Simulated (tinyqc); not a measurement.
On-chip power grid, static voltage drop by conjugate gradients: one step of the calculation.

A grid of 3 rows and 4 columns, node k = 4 row + column. Neighbours in a row are joined by Rx, in a column by Ry; pad nodes, which reach the supply through Rp: 0, 11. Each node draws I0, node 7 draws kh I0. The drops u = Vdd - V solve G u = i, with G the conductance matrix (1/Rp added on the diagonal at pad nodes).

Question. Worst drop, pad currents and power lost. Pad current u/Rp; worst drop as a share of Vdd; power lost in the grid and pads sum_k i_k u_k; power delivered sum_k i_k (Vdd - u_k).

Inputs (values chosen for the exercise):
- Vdd = 0.9 V (supply voltage)
- Rp = 0.05 ohm (resistance from a pad node to the supply)
- I0 = 3.5 mA (load current of an ordinary node)
- kh = 8 (factor on the load at the hot node)

converged u (mV):
```
          col 0      col 1      col 2      col 3
row 0  1.332609   9.447397  13.048008  15.006586
row 1  7.387084  10.581430  12.391612  14.547518
row 2  9.770278  10.898318   9.839700   1.992391
```

Find: worst drop; share of Vdd; pad currents; power lost; power delivered.

Answer.

worst drop = 15.007 mV
share of Vdd = 1.6674 %
pad currents (mA): node 0 26.652, node 11 39.848
power lost = 0.76326 mW
power delivered = 59.087 mW

The pad currents add up to the total load, 66.50 mA. The worst drop is at node 3, not at the hot node.

Numbers from tinyqc (`OMP_NUM_THREADS=1 python tinyqc.py 2770142 2770143 out.jsonl`; about 0.09 s on one thread of a shared Intel Xeon 2.30GHz).
